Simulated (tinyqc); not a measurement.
What each change does: thin (001) film in sp3s* tight binding with raised dangling bonds.

Planes alternate anion (a), cation (c) along [001], a/4 apart, starting with an anion; zero in-plane momentum; levels counted from the bulk Ev, the lower root of [[Epa, Vxx], [Vxx, Epc]]; no spin-orbit coupling. Block of s, pz, s*: from an anion to the cation above, Vss/2 (s,s), Vsapc/2 (s,z), -Vscpa/2 (z,s), Vxx/2 (z,z), Vxapc/2 (s*,z), -Vpaxc/2 (z,s*); to the cation below the same with the s-z and s*-z signs reversed. Block of u = (px + py)/sqrt2 and v = (px - py)/sqrt2: to the cation above (Vxx + Vxy)/2 for u and (Vxx - Vxy)/2 for v, to the cation below the reverse. Each surface atom has two dangling sp3 hybrids; raising both by dl adds (dl/2) [[1, t], [t, 1]] to its s, pz levels (t = -1 at the bottom face, +1 at the top) and dl to the one of u, v in whose plane the missing bonds lie (v for a bottom anion or a top cation, u for a top anion).

Values chosen for the exercise (out of a larger set: near a published set for GaAs, fitted to gaps, whose masses and valley positions are rough; not measured data): p = (-8.309, 1.039, -2.639, 3.687, 8.56, 6.79, -6.469, 1.967, 5.043, 4.461, 5.762, 4.829, 4.782) eV (order Esa, Epa, Esc, Epc, Exa, Exc, Vss, Vxx, Vxy, Vsapc, Vscpa, Vxapc, Vpaxc); Nw = 29 (planes in the thicker film); dp = 30 eV (value of dl for the passivated films).

edges (eV): Gamma 1.59703, Delta 2.04427

A film of Nw planes with shift dp: highest level below mid-gap (half the lower bulk edge) and the two lowest above.

One parameter was then changed.

Results before and after:
```
case     Ev1 (eV)  Ec1 (eV)  Ec2 (eV)
base      -0.0449    1.6643    1.8789
changed   -0.0395    1.6671    1.8757
```

Which of these changes was made? (a) Nw = 30; (b) dp = 15 eV.
Answer: (a) Nw = 30. Of the candidates, run in turn, only this one gives the changed row.

All candidates:
```
case        Ev1 (eV)  Ec1 (eV)  Ec2 (eV)
base         -0.0449    1.6643    1.8789
Nw = 30      -0.0395    1.6671    1.8757
dp = 15 eV   -0.0451    1.6389    1.8302
```

An odd change of Nw also changes which atoms end the film, so levels need not move as thickness alone would move them; the row for dp shows how far the passivation is from converged.

(tinyqc, `OMP_NUM_THREADS=1 python tinyqc.py 1452018 1452019 out.jsonl`, Intel(R) Xeon(R) Processor @ 2.30GHz, 1 thread, shared host, about 0.5 s.)
